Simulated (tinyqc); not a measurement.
Size effects in the resistivity of thin metal films and interconnect lines. From one set of inputs to another, one input at a time. Computed by tinyqc, a small Python program. Command: `OMP_NUM_THREADS=1 python tinyqc.py 3031304 3031305 out.jsonl size ladder`. One thread of a shared host (Intel(R) Xeon(R) Processor @ 2.30GHz), about 0.01 s of CPU time with the checks.

Electrons lose their drift at surfaces (a share 1 - p of the hits) and at grain boundaries (reflection R), besides bulk scattering. The line sits in a trench with a non-conducting liner on both walls and the bottom; the spacing equals the drawn width.

The inputs printed are set A. Set A is modelled on gold; the values taken over come from a set modelled on tungsten. Inputs not listed in the table keep their values of set A, so the rows need not describe a real material.

Inputs (values chosen for the exercise, modelled on gold):

| quantity | value | unit |
|---|---|---|
| bulk resistivity rho_b | 2.13 | microohm cm |
| bulk mean free path lambda | 36.7 | nm |
| specularity p | 0 | - |
| grain-boundary reflection R | 0.13 | - |
| drawn line width w | 26 | nm |
| grain size over metal width | 2.9 | - |
| aspect ratio (height over width) | 1.8 | - |
| liner thickness t | 0.6 | nm |
| line length | 26 | micrometre |
| permittivity of the dielectric k | 3.5 | - |

Geometry: line.

Constants: eps_0 = 8.8541878128e-12 F/m.

Method:
- Metal width w_m = w - 2t, height h_m = (aspect ratio) w - t, grain size D = (ratio) w_m.
- Mayadas-Shatzkes: alpha = (lambda/D) R/(1 - R); rho_b/rho = 1 - 3 alpha/2 + 3 alpha^2 - 3 alpha^3 ln(1 + 1/alpha).
- Fuchs-Sondheimer film: rho_b/rho = 1 - (3/(2 kappa))(1 - p) int_0^1 (s - s^3)(1 - exp(-kappa/s))/(1 - p exp(-kappa/s)) ds, f = rho/rho_b, kappa = thickness/lambda, 80 Gauss-Legendre points.
- Line: the excess of a film of thickness w_m and of a film of thickness h_m are added, rho/rho_b = 1 + (f(w_m) - 1) + (f(h_m) - 1), an estimate that holds best when both sides exceed lambda.
- Total: rho = rho_b [1 + surface excess + grain excess]; resistance per length rho/(w_m h_m); capacitance per length C = 2 k eps_0 (aspect ratio + 1/2), a parallel-plate estimate for two neighbours plus a fixed term for the planes above and below; delay 0.38 R C L^2; effective resistivity per drawn area.

Each row keeps all changes above it:

| input moved | from | to | effective resistivity per drawn area (microohm cm) | rho/rho_b from surfaces | rho/rho_b from grains |
|---|---|---|---|---|---|
| set A | - | - | 4.888 | 2.0491 | 1.1117 |
| permittivity of the dielectric k | 3.5 | 3.7 | 4.888 | 2.0491 | 1.1117 |
| grain size over metal width | 2.9 | 1.3 | 5.190 | 2.0491 | 1.2450 |
| aspect ratio (height over width) | 1.8 | 2 | 5.095 | 2.0102 | 1.2450 |
| grain-boundary reflection R | 0.13 | 0.63 | 10.499 | 2.0102 | 3.6371 |
| bulk resistivity rho_b (microohm cm) | 2.13 | 5.17 | 25.483 | 2.0102 | 3.6371 |
| line length (micrometre) | 26 | 5.9 | 25.483 | 2.0102 | 3.6371 |
| bulk mean free path lambda (nm) | 36.7 | 15.2 | 13.770 | 1.3996 | 2.1116 |

Which inputs carry the difference?

Effective resistivity per drawn area goes from 4.89 to 13.8, a factor 2.82 in all. The largest single move comes from bulk resistivity rho_b (a factor 2.43), and bulk mean free path lambda works against it (a factor 0.540). rho/rho_b from surfaces goes from 2.05 to 1.40, a factor 0.683 in all. The largest single move comes from bulk mean free path lambda (a factor 0.696). rho/rho_b from grains goes from 1.11 to 2.11, a factor 1.90 in all. The largest single move comes from grain-boundary reflection R (a factor 2.92), and bulk mean free path lambda works against it (a factor 0.581). The single moves hold for this order of the switches; the total does not depend on the order.

Extremes, crossings and ranges named in words are read from the listed rows.
